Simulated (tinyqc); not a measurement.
Millisecond and nanosecond annealing: surface heating, thermal budget and solid-phase regrowth. Changing the incident fluence. Computed by tinyqc, a small Python program. Command: `OMP_NUM_THREADS=1 python tinyqc.py 3030298 3030299 out.jsonl flash sweep`. One thread of a shared host (Intel(R) Xeon(R) Processor @ 2.30GHz), about 0.04 s of CPU time with the checks.

A square pulse heats the surface of a thick wafer with constant thermal properties; losses by radiation are neglected and silicon melts at 1414 C.

Inputs (values chosen for the exercise, modelled on hot silicon with phosphorus):

| quantity | value | unit |
|---|---|---|
| pulse length t_p | 1.5e-07 | s |
| reflectance R | 0.52 | - |
| thermal conductivity k | 0.27 | W/(cm K) |
| heat capacity per volume c | 2.22 | J/(cm^3 K) |
| preheat temperature T0 | 200 | C |
| dopant prefactor D0 | 4.11 | cm^2/s |
| dopant activation energy E | 3.65 | eV |
| regrowth prefactor v0 | 4.8e+08 | cm/s |
| regrowth energy E_v | 2.68 | eV |

Source: pulsed laser.

Constants: k_B = 8.617333262e-05 eV/K.

Method:
- Absorbed flux q = (1 - R) fluence/t_p; kappa = k/c. With f(z, t) = (2 q/k) sqrt(kappa t) ierfc(z/(2 sqrt(kappa t))), ierfc(x) = exp(-x^2)/sqrt(pi) - x erfc(x): T = T0 + f(z, t) during the pulse and T0 + f(z, t) - f(z, t - t_p) after it.
- At the surface the rise at the end of the pulse is 2 q sqrt(t_p/(pi k c)); the fluence that just melts the surface scales with (1414 - T0).
- Temperatures in kelvin are T(C) + 273.15.
- Integrate exp(-E/(k_B T(t))) at the surface from 0 to 10 t_p (Gauss-Legendre, 60 points in sqrt(t) up to t_p and 60 in sqrt(t - t_p) after it). (Dt) = D0 x integral with E; regrowth = v0 x integral with E_v; effective time = integral/exp(-E/(k_B T_peak)).

One run for each value:

| incident fluence (J/cm^2) | peak temperature (C) | diffusion length 2 sqrt(Dt) (nm) | possible regrowth (nm) | effective time over t_p |
|---|---|---|---|---|
| 0.298 | 738.3 | 3.7173e-06 | 3.7051e-06 | 0.086252 |
| 0.331 | 797.9 | 1.1963e-05 | 2.0638e-05 | 0.086855 |
| 0.363 | 855.7 | 3.3101e-05 | 9.2175e-05 | 0.087768 |
| 0.395 | 913.5 | 8.3092e-05 | 3.5711e-04 | 0.088922 |
| 0.427 | 971.3 | 1.9179e-04 | 1.2237e-03 | 0.090259 |
| 0.460 | 1030.9 | 4.2102e-04 | 3.8976e-03 | 0.091789 |
| 0.492 | 1088.7 | 8.4608e-04 | 1.0905e-02 | 0.093387 |
| 0.524 | 1146.5 | 1.6080e-03 | 2.8117e-02 | 0.095077 |
| 0.557 | 1206.1 | 2.9612e-03 | 6.9233e-02 | 0.096895 |

What does the table show, and why?

Over the rows, peak temperature (C) rises from 738 to 1210 (exponent d ln y / d ln x 0.74 between the first rows and 0.83 between the last); diffusion length 2 sqrt(Dt) (nm) rises from 3.72e-6 to 0.00296 (exponent d ln y / d ln x 11 between the first rows and 10.0 between the last); possible regrowth (nm) rises from 3.71e-6 to 0.0692 (exponent d ln y / d ln x 16 between the first rows and 15 between the last). Regrowth rises by a factor 18700 and (Dt) by 635000: the process with the higher activation energy gains more from a hotter peak.

Caution (all rows): cold silicon conducts heat several times better than the constant k used here, so the real melting fluence is higher. Caution (all rows): equilibrium diffusivities are used; implant damage enhances diffusion, and k and c vary with temperature. Caution (all rows): a diffusion length below the atomic spacing of 0.235 nm means about one jump per atom or fewer, so the profile does not change measurably. Caution (rows 0.557): the peak lies above 1150 C, and amorphous silicon melts some 200 to 250 K below the crystal, so a layer that has not regrown before the peak may melt instead.

Extremes, crossings and ranges named in words are read from the listed rows.
